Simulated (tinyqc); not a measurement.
Geometry optimisation on the RHF/sto-3g surface (energies and gradients from PySCF), for H3+, spin multiplicity 1, step by step. One step of it, computed by the program tinyqc.

Problem. Step 2: move. Steepest descent, p = -g / 0.6; steps longer than 0.5 bohr are cut back.

positions after step 1 (bohr):
```
,x,y,z
1H,0.016487,-0.108135,0.006028
2H,-0.043053,-0.085598,1.681639
3H,-0.020677,0.033107,-1.700895
```

gradient (hartree/bohr):
```
,x,y,z
1H,-0.00024676,0.00019583,0.00472737
2H,0.00005824,-0.00092336,0.01787038
3H,0.00018852,0.00072752,-0.02259775
```

Give: positions after step 2.

Solution.

positions after step 2 (bohr):
```
,x,y,z
1H,0.017,-0.108,-0.002
2H,-0.043,-0.084,1.652
3H,-0.021,0.032,-1.663
```
